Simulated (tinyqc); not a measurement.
# Worked calculation: thin-body transistor below threshold, two-dimensional Poisson equation on a small mesh

Computed by the program tinyqc: `OMP_NUM_THREADS=1 python tinyqc.py 2480040 2480041 out.jsonl`, one thread of a shared Intel Xeon 2.30GHz, about 0.09 s for the whole run. Printed values are rounded.

A thin body on a thick buried insulator of low permittivity, taken as carrying no normal field at the bottom of the body (row 0). Mobile charge is neglected (subthreshold), the body is fully depleted, and potentials are counted from the intrinsic level; rows run upward to the gate, columns from source to drain.

Values chosen for this exercise; semiconductor permittivity made up: temperature T = 350 K; relative permittivity of the semiconductor eps_r = 8.09; relative permittivity of the insulator eox = 7.5; body thickness tb = 3 nm; insulator thickness tox = 3.5 nm; channel length L = 29 nm; acceptor density of the depleted body Na = 0 cm^-3; potential of the source Vbi = 0.57 V; gate offset Vfb = 0.06 V; gate voltage Vg = 0.05 V; drain voltage Vd = 0.3 V.

Constants: q = 1.602176634e-19 C, kB = 1.380649e-23 J/K, Vt = kB T/q, eps0 = 8.8541878128e-14 F/cm where lengths are in cm. Results are converted to the units shown.

## Coefficients of the five-point equations

Mesh: rows i = 0..2 in the semiconductor (step hs = tb/2, row 2 on the interface), then 2 step(s) ho = tox/2 up to the gate row 4; columns j = 0..5 (step hy = L/5). Box integration, divided by eps0: up_i = eps hy/h of the interval above row i, dn_i = that of the interval below (0 for row 0), lat_i = (sum of eps h/2 over the intervals above and below)/hy, s_i = -q Na w_i hy/eps0 with w_i the semiconductor height of the box (hs/2 for row 0 and the interface row, hs between, 0 in the insulator). Each free node obeys (up + dn + 2 lat) psi = up psi(above) + dn psi(below) + lat [psi(left) + psi(right)] + s.

| row | up | dn | lat | s (V) |
|---|---|---|---|---|
| 0 | 31.2813 | 0 | 1.04612 | 0 |
| 1 | 31.2813 | 31.2813 | 2.09224 | 0 |
| 2 | 24.8571 | 31.2813 | 2.17759 | 0 |
| 3 | 24.8571 | 24.8571 | 2.26293 | 0 |

## Iteration 1: Jacobi sweep

psi at the start (fixed values on the edges, free nodes linear between source and drain columns) (V):

|  | j=0 | j=1 | j=2 | j=3 | j=4 | j=5 |
|---|---|---|---|---|---|---|
| row 0 | 0.570000 | 0.630000 | 0.690000 | 0.750000 | 0.810000 | 0.870000 |
| row 1 | 0.570000 | 0.630000 | 0.690000 | 0.750000 | 0.810000 | 0.870000 |
| row 2 | 0.570000 | 0.630000 | 0.690000 | 0.750000 | 0.810000 | 0.870000 |
| row 3 | 0.280000 | 0.310000 | 0.340000 | 0.370000 | 0.400000 | 0.430000 |
| row 4 | -0.010000 | -0.010000 | -0.010000 | -0.010000 | -0.010000 | -0.010000 |

Free nodes: rows 0..3, columns 1..4, taken row by row from row 0, left to right. t = (up psi(above) + dn psi(below) + lat [psi(left) + psi(right)] + s)/(up + dn + 2 lat), with all neighbours from the previous sweep; psi(new) = t.

psi after iteration 1 (V):

|  | j=0 | j=1 | j=2 | j=3 | j=4 | j=5 |
|---|---|---|---|---|---|---|
| row 0 | 0.570000 | 0.630000 | 0.690000 | 0.750000 | 0.810000 | 0.870000 |
| row 1 | 0.570000 | 0.630000 | 0.690000 | 0.750000 | 0.810000 | 0.870000 |
| row 2 | 0.570000 | 0.498510 | 0.546183 | 0.593856 | 0.641529 | 0.870000 |
| row 3 | 0.280000 | 0.310000 | 0.340000 | 0.370000 | 0.400000 | 0.430000 |
| row 4 | -0.010000 | -0.010000 | -0.010000 | -0.010000 | -0.010000 | -0.010000 |

## Iteration 2: Jacobi sweep

As before.

psi after iteration 2 (V):

|  | j=0 | j=1 | j=2 | j=3 | j=4 | j=5 |
|---|---|---|---|---|---|---|
| row 0 | 0.570000 | 0.630000 | 0.690000 | 0.750000 | 0.810000 | 0.870000 |
| row 1 | 0.570000 | 0.568377 | 0.622600 | 0.676823 | 0.731045 | 0.870000 |
| row 2 | 0.570000 | 0.493333 | 0.535829 | 0.582615 | 0.635908 | 0.870000 |
| row 3 | 0.280000 | 0.249741 | 0.274092 | 0.298442 | 0.322793 | 0.430000 |
| row 4 | -0.010000 | -0.010000 | -0.010000 | -0.010000 | -0.010000 | -0.010000 |

## Course of the iteration: Jacobi sweep

Stop when the largest change of psi is below 1e-7 V, or after 400 iterations. Fixed values: gate row Vg - Vfb; column 0 at Vbi and the last column at Vbi + Vd in the semiconductor, each running linearly to Vg - Vfb across the insulator.

Course of the iteration:

| iteration | psi at row 0, j = 2 (V) | largest \|change\| of one entry (V) |
|---|---|---|
| 1 | 0.69 | 0.168 |
| 2 | 0.69 | 0.0790 |
| 3 | 0.626825 | 0.0740 |
| 4 | 0.614356 | 0.0692 |
| 5 | 0.558096 | 0.0653 |
| 6 | 0.539743 | 0.0547 |
| 7 | 0.494265 | 0.0519 |
| 8 | 0.474109 | 0.0430 |
| 9 | 0.437392 | 0.0410 |
| ... | ... | ... |
| 167 | 0.0634322 | 1.78e-7 |
| 168 | 0.0634320 | 1.65e-7 |
| 169 | 0.0634319 | 1.52e-7 |
| 170 | 0.0634317 | 1.41e-7 |
| 171 | 0.0634316 | 1.31e-7 |
| 172 | 0.0634315 | 1.21e-7 |
| 173 | 0.0634314 | 1.12e-7 |
| 174 | 0.0634313 | 1.04e-7 |
| 175 | 0.0634312 | 9.62e-8 |

Converged in 175 iterations. At the end each change is about 0.93 times the one before: linear convergence.

## Barrier, swing and barrier lowering

converged psi (V):

|  | j=0 | j=1 | j=2 | j=3 | j=4 | j=5 |
|---|---|---|---|---|---|---|
| row 0 | 0.570000 | 0.176163 | 0.063430 | 0.082620 | 0.267560 | 0.870000 |
| row 1 | 0.570000 | 0.166763 | 0.059018 | 0.077076 | 0.253598 | 0.870000 |
| row 2 | 0.570000 | 0.137598 | 0.046192 | 0.060935 | 0.210215 | 0.870000 |
| row 3 | 0.280000 | 0.071023 | 0.020752 | 0.028835 | 0.110897 | 0.430000 |
| row 4 | -0.010000 | -0.010000 | -0.010000 | -0.010000 | -0.010000 | -0.010000 |

d psi/dVg on row 0: j=0 0.000000, j=1 0.682381, j=2 0.886267, j=3 0.886267, j=4 0.682381, j=5 0.000000
d psi/dVd on row 0: j=0 0.00000, j=1 0.00648, j=2 0.02488, j=3 0.08885, j=4 0.31114, j=5 1.00000

The barrier is read along row 0, the path farthest from the gate. Take the node j of lowest psi: barrier Vbi - psi_j; swing Vt ln 10/(d psi_j/dVg); DIBL = (d psi_j/dVd)/(d psi_j/dVg). The derivatives solve the same equations with s = 0 and a unit change of that voltage.

j = 2
barrier = 0.506570 V
swing = 78.3595 mV/decade
DIBL = 28.0770 mV/V

A mesh of 12, 8 and 80 steps (semiconductor, insulator, channel) gives a barrier of 0.528 V, a swing of 75.1 mV a decade and a DIBL of 32.1 mV/V; the small mesh puts the barrier 4.0 % below that.
